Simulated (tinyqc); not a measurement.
Coherent transport through a tight-binding region between two chains, step by step. One step of it, computed by the program tinyqc.

Task: Transmission at E = 0.58 eV. Surface Green function g = (E - i sqrt(4 t^2 - E^2)) / (2 t^2); self-energy tc^2 g on each contact site; G = (E - H - Sigma)^(-1); Gamma = -2 Im Sigma; T = Gamma_L Gamma_R |G_LR|^2; local density of states -Im G_ii / pi.

H of the central region (eV), lower triangle:
```
           1          2         3
1   0.000000
2  -1.230000   1.160000
3   0.000000  -1.960000  0.000000
```

Leads: semi-infinite chains with site energy 0:

| parameter | value |
|---|---|
| lead hopping t (eV) | 1.650000 |
| coupling to the left lead (eV) | 0.820000 |
| coupling to the right lead (eV) | 0.320000 |
| left contact site | 1 |
| right contact site | 3 |

E = 0.580000 eV

Give: g; G; local density of states; transmission.

Result:

g = 0.107-0.597i 1/eV

G (1/eV), lower triangle:
```
               1              2             3
1   1.038-0.612i
2   0.184-0.086i  -0.104-0.025i
3  -0.597+0.359i   0.364+0.046i  0.482-0.211i
```

local density of states (1/eV): 0.195  0.008  0.067

transmission = 0.048
